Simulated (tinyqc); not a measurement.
# Depletion-mode phase shifter in a rib waveguide and its Mach-Zehnder modulator: what changes with what

A lateral p-n junction at x0 in a waveguide whose mode intensity is a Gaussian of rms width s about x = 0; p side at smaller x. Reverse bias removes carriers and raises the index. Abrupt junction, doping uniform over the whole mode, lumped electrode (no travelling-wave effects).

Inputs (values chosen for the exercise); values close to those of silicon near 1550 nm:
```
symbol   value    unit                                     meaning
lam       1565      nm                                  wavelength
eps_r     11.7          relative permittivity of the semiconductor
Na      1.4e18   cm^-3                            acceptor density
Nd      5.6e17   cm^-3                               donor density
Vb        0.87       V                            built-in voltage
s          120      nm     rms width of the lateral mode intensity
x0           0      nm          junction offset towards the n side
G         0.92                     vertical confinement times ng/n
hr         220      nm                                  rib height
Cf          27    pF/m                          fringe capacitance
Rs        15.7  ohm mm                           series resistance
V          1.5       V                                reverse bias
a0         1.9   dB/cm                                passive loss
```

Constants: q = 1.602176634e-19 C, eps0 = 8.8541878128e-14 F/cm where lengths are in cm. Results are converted to the units shown.

Each table varies one quantity; the others keep the values above.

## Scaling both dopings

Free-carrier changes (empirical, N and P in cm^-3): |dn| = 8.5e-18 P^0.8 for holes, 8.8e-22 N for electrons; absorption 6e-18 P and 8.5e-18 N in 1/cm. W = sqrt(2 eps0 eps_r (Vb + V)(1/Na + 1/Nd)/q); edges xp = x0 - W Nd/(Na + Nd), xn = x0 + W Na/(Na + Nd); F(x) = [1 + erf(x/(sqrt(2) s))]/2. dneff = G {dn_h [F(xp(0)) - F(xp(V))] + dn_e [F(xn(V)) - F(xn(0))]}; VpiL = lam V/(2 dneff); loss = a0 + 4.343 G {a_h F(xp) + a_e [1 - F(xn)]} dB/cm at V; C = eps0 eps_r hr/W + Cf; fRC = 1/(2 pi Rs C). Nd = 0.4 Na in every row.

Scaling both dopings:

| Na (cm^-3) | dneff | VpiL (V cm) | loss (dB/cm) | VpiL x loss (V dB) | C (pF/m) | fRC (GHz) |
|---|---|---|---|---|---|---|
| 5e16 | 2.1633e-5 | 5.4256 | 2.0639 | 11.198 | 76.205 | 133.03 |
| 9.4e16 | 3.3063e-5 | 3.5500 | 2.4029 | 8.5305 | 94.466 | 107.31 |
| 1.7e17 | 4.6147e-5 | 2.5435 | 3.1760 | 8.0783 | 117.73 | 86.107 |
| 3.3e17 | 6.3824e-5 | 1.8390 | 5.1760 | 9.5189 | 153.41 | 66.080 |
| 6.1e17 | 8.3557e-5 | 1.4047 | 9.1813 | 12.897 | 198.86 | 50.976 |
| 1.1e18 | 1.0636e-4 | 1.1036 | 16.794 | 18.533 | 257.79 | 39.324 |
| 2.1e18 | 1.3711e-4 | 0.85604 | 33.235 | 28.451 | 345.88 | 29.308 |
| 4e18 | 1.7572e-4 | 0.66799 | 65.734 | 43.909 | 467.10 | 21.703 |

What does the comparison show?

As Na goes from 5e16 to 4e18 cm^-3, VpiL falls from 5.43 to 0.668 V cm, the loss rises from 2.06 to 65.7 dB/cm, their product goes from 11.2 through a minimum of 8.08 (at Na = 1.7e17 cm^-3 among the rows listed) to 43.9 V dB and fRC falls from 133 to 21.7 GHz. Rs is held fixed, though in a real device it falls with doping.

## Effect of the acceptor density

Same model as above.

Results:

| Na (cm^-3) | dneff | VpiL (V cm) | loss (dB/cm) | VpiL x loss (V dB) | C (pF/m) | fRC (GHz) |
|---|---|---|---|---|---|---|
| 5e16 | 2.8812e-5 | 4.0739 | 10.106 | 41.170 | 115.20 | 87.997 |
| 1.7e17 | 7.4284e-5 | 1.5801 | 9.8515 | 15.566 | 175.67 | 57.707 |
| 3.3e17 | 9.6519e-5 | 1.2161 | 10.700 | 13.012 | 214.59 | 47.240 |
| 6.1e17 | 1.1019e-4 | 1.0652 | 13.133 | 13.989 | 249.44 | 40.639 |
| 1.1e18 | 1.1629e-4 | 1.0093 | 18.282 | 18.453 | 277.78 | 36.494 |
| 2.1e18 | 1.1650e-4 | 1.0075 | 29.701 | 29.925 | 300.73 | 33.709 |
| 4e18 | 1.1242e-4 | 1.0440 | 52.118 | 54.413 | 315.53 | 32.127 |

Estimate the missing row, Na = 9.4e16 cm^-3.

Computed row:

| Na (cm^-3) | dneff | VpiL (V cm) | loss (dB/cm) | VpiL x loss (V dB) | C (pF/m) | fRC (GHz) |
|---|---|---|---|---|---|---|
| 9.4e16 | 5.1190e-5 | 2.2929 | 9.8367 | 22.555 | 143.80 | 70.498 |

With this row back in the table: As Na goes from 5e16 to 4e18 cm^-3, VpiL goes from 4.07 through a minimum of 1.01 (at Na = 2.1e18 cm^-3 among the rows listed) to 1.04 V cm, the loss goes from 10.1 through a minimum of 9.84 (at Na = 9.4e16 cm^-3 among the rows listed) to 52.1 dB/cm, their product goes from 41.2 through a minimum of 13.0 (at Na = 3.3e17 cm^-3 among the rows listed) to 54.4 V dB and fRC falls from 88.0 to 32.1 GHz. Rs is held fixed, though in a real device it falls with doping.

## Effect of the reverse bias

Same model as above.

Effect of the reverse bias:

| V (V) | dneff | VpiL (V cm) | loss (dB/cm) | VpiL x loss (V dB) | C (pF/m) | fRC (GHz) |
|---|---|---|---|---|---|---|
| 0.5 | 4.633e-5 | 0.8444 | 23.15 | 19.55 | 369.5 | 27.44 |
| 1.3 | 1.044e-4 | 0.9740 | 21.91 | 21.34 | 299.1 | 33.89 |
| 2.1 | 1.516e-4 | 1.084 | 20.91 | 22.66 | 259.6 | 39.05 |
| 2.9 | 1.920e-4 | 1.182 | 20.06 | 23.71 | 233.4 | 43.43 |
| 3.6 | 2.235e-4 | 1.261 | 19.41 | 24.47 | 216.6 | 46.80 |
| 4.4 | 2.560e-4 | 1.345 | 18.74 | 25.21 | 201.6 | 50.28 |
| 5.2 | 2.856e-4 | 1.425 | 18.14 | 25.85 | 189.7 | 53.44 |
| 6 | 3.128e-4 | 1.501 | 17.59 | 26.41 | 179.9 | 56.34 |

As V goes from 0.5 to 6 V, VpiL rises from 0.844 to 1.50 V cm, the loss falls from 23.1 to 17.6 dB/cm, their product rises from 19.5 to 26.4 V dB and fRC rises from 27.4 to 56.3 GHz. dneff goes as V^(0.77) on average, slower than linearly since W grows as a square root. For V = 3.6 to 6 V the peak field passes 0.7 MV/cm, near breakdown of such junctions.

Computed by the program tinyqc: `OMP_NUM_THREADS=1 python tinyqc.py 2650005 2650006 out.jsonl`, one thread of a shared Intel Xeon 2.30GHz, about 0.01 s for the whole run.
